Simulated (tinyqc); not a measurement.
Cluster expansion of a binary alloy: correlations, fit, cross-validation and ground states: one step, computed by the program tinyqc.

s = +1 for A and -1 for B. Energy per site E = J0 + J1 P(point) + sum over clusters of m V P, with P the mean product of spins; V > 0 on a pair favours unlike neighbours. Clusters per site m: pair 1 4, pair 2 3, pair 3 6, triplet 12; the triplet is two first-neighbour bonds closed by a second-neighbour bond. Formation energies are counted from the line between pure A and pure B, which removes J0 and J1.

Task: The random alloy and its short-range order. Random alloy: P(pair) = p^2, P(triplet) = p^3, p = 1 - 2x, so H_mix = (p^2 - 1) sum m V(pairs) + (p^3 - p) m Vt; G_mix = H_mix + k_B T [x ln x + (1 - x) ln(1 - x)]. To first order in 1/T the Warren-Cowley parameter of shell 1 is alpha_1 = -(1 - p^2) V_eff/(k_B T), V_eff = V1 + (number of triplets on a first-neighbour bond) p Vt, that number being 6.

Inputs (values chosen for the exercise, for a model alloy):
```
quantity                    value  unit
first-pair interaction V1    4.12   meV
second-pair interaction V2   -0.7   meV
third-pair interaction V3   -0.18   meV
triplet interaction Vt      -0.21   meV
temperature T                 270     K
fraction x of B              0.68     -
```

Lattice: bcc.

Constants: k_B = 8.617333262e-05 eV/K.

Give: mixing enthalpy H_mix; mixing free energy G_mix; alpha_1.

Result:

mixing enthalpy H_mix = -12.37 meV/site

mixing free energy G_mix = -26.95 meV/site

alpha_1 = -0.1711

alpha_1 < 0: unlike neighbours are preferred. Caution: so large an alpha_1 is beyond the first-order expansion.
